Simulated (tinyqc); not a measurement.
Electroplating on a thin resistive seed layer: kinetics, Wagner number and the terminal effect across a wafer: one step, computed by the program tinyqc. Command: `OMP_NUM_THREADS=1 python tinyqc.py 3120520 3120521 out.jsonl terminal walk`. One thread of a shared host (Intel(R) Xeon(R) Processor @ 2.30GHz), about 0.02 s of CPU time with the checks.

Current enters the seed at the rim. The bath is treated as a local resistance per area (no lateral flow in the liquid), two electrons per ion, molar volume 7.11 cm^3/mol, Faraday constant F = e N_A, kinematic viscosity 0.01 cm^2/s, omega = 2 pi x rpm/60; k_B T/e is in volts.

Question. Linear estimate of the terminal effect. Linearised: with R_t = kinetic + bath resistance the current density obeys (1/r)(r i')' = i R_s/R_t, so i = A I_0(r/l), l = sqrt(R_t/R_s); with x = R/l, edge/centre = I_0(x) and edge/mean = x I_0(x)/(2 I_1(x)). Voltage drop in the seed for a uniform current: i R_s R^2/4.

Inputs (values chosen for the exercise, of the order of those for copper plating from an acid sulfate bath): wafer radius R = 10 cm; mean current density = 23 mA/cm^2; temperature T = 298 K.

kinetic resistance = 1.240563 ohm cm^2

bath resistance R_b = 91.66667 ohm cm^2

sheet resistance R_s = 4.390244 ohm/square

Give: length l; x = R/l; edge over centre, linear; edge over mean, linear; drop for uniform current.

Answer.

length l = 4.600 cm

x = R/l = 2.174

edge over centre, linear = 2.580

edge over mean, linear = 1.501

drop for uniform current = 2524 mV
